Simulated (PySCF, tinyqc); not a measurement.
Inside a calculation. Method: coupled-perturbed Hartree-Fock on RHF in the sto-6g basis, for H4, spin multiplicity 1. The lowest restricted solution is unstable here: a spin-polarised one lies 0.0139 hartree lower (PySCF). One step of it, computed by the program tinyqc.

Question. Iteration 7 (converged): orbitals. Diagonalise F' = X^T F X, C = X C', fill 2 alpha and 2 beta electrons from the bottom; D = 2 C_occ C_occ^T. Each column has its largest component positive (the first on a tie).

converged F (hartree):
```
           1H 1s      2H 1s      3H 1s      4H 1s
1H 1s  -0.192577  -0.393663  -0.066910   0.010673
2H 1s  -0.393663  -0.233523  -0.241260  -0.066816
3H 1s  -0.066910  -0.241260  -0.233307  -0.393303
4H 1s   0.010673  -0.066816  -0.393303  -0.192353
```

X:
```
           1H 1s      2H 1s      3H 1s      4H 1s
1H 1s   1.062578  -0.218081   0.028326  -0.005095
2H 1s  -0.218081   1.105909  -0.182793   0.028296
3H 1s   0.028326  -0.182793   1.105720  -0.217738
4H 1s  -0.005095   0.028296  -0.217738   1.062395
```

Give: F' = X^T F X; orbital energies; coefficients C; D after iteration 7.

Answer.

F' = X^T F X (hartree):
```
         1        2        3        4
1  -0.0475  -0.3825   0.0360   0.0118
2  -0.3825  -0.0209  -0.2289   0.0359
3   0.0360  -0.2289  -0.0210  -0.3821
4   0.0118   0.0359  -0.3821  -0.0476
```

orbital energies (hartree): MO1 -0.5053, MO2 -0.3647, MO3 0.2197, MO4 0.5134

coefficients C:
```
          MO1      MO2      MO3      MO4
1H 1s  0.3364  -0.5066   0.6809  -0.5865
2H 1s  0.4460  -0.3963  -0.4948   0.8391
3H 1s  0.4453   0.3972  -0.4959  -0.8380
4H 1s  0.3355   0.5073   0.6817   0.5851
```

D after iteration 7:
```
         1H 1s    2H 1s    3H 1s    4H 1s
1H 1s   0.7396   0.7016  -0.1029  -0.2883
2H 1s   0.7016   0.7119   0.0824  -0.1028
3H 1s  -0.1029   0.0824   0.7122   0.7019
4H 1s  -0.2883  -0.1028   0.7019   0.7399
```
